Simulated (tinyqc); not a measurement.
p-type polysilicon, carrier trapping at grain boundaries: one step of the calculation.

One-dimensional grains of size Lg, uniform ionised doping N, monovalent traps Qt at each boundary at a depth Et below (for electrons) or above (for holes) the band edge there, abrupt depletion of width W on each side of a boundary, Boltzmann statistics. xi is the distance from the band edge at the grain centre to the Fermi level. Trapped charge Qt/(1 + exp((xi + VB - Et)/Vt)) = 2 N W, barrier VB = q N W^2/(2 eps0 eps_r).

Task. Depletion width, Fermi level and barrier. If the trap equation with xi = Vt ln(NB/N) has a root W < Lg/2, the grain is partly depleted; otherwise W = Lg/2 and the trap equation gives xi = Et - VB + Vt ln(Qt/(N Lg) - 1). N* = Qt/Lg.

Parameters, values chosen for the exercise; values of the order met in polycrystalline silicon:
```
symbol,value,unit,meaning
T,300,K,temperature
eps_r,11.7,,relative permittivity
NB,2.65e19,cm^-3,valence-band density of states at T
Lg,23,nm,grain size
Qt,4.8e12,cm^-2,trap density of a grain boundary
Et,0.32,eV,depth of the trap level from the majority band edge at the boundary
N,4.4e17,cm^-3,doping
```

Constants: q = 1.602176634e-19 C, kB = 1.380649e-23 J/K, Vt = kB T/q, eps0 = 8.8541878128e-14 F/cm where lengths are in cm. Results are converted to the units shown.

Give: N*; W; xi; VB; share of traps filled.

Result.

N* = 2.0870e18 cm^-3
W = 11.500 nm
xi = 0.30912 V
VB = 0.044998 V
share of traps filled = 0.21083

N is 0.211 N*, and the grain is fully depleted; VB = 1.74 Vt.

Computed by the program tinyqc: `OMP_NUM_THREADS=1 python tinyqc.py 2830307 2830308 out.jsonl`, one thread of a shared Intel Xeon 2.30GHz, about 0.01 s for the whole run.
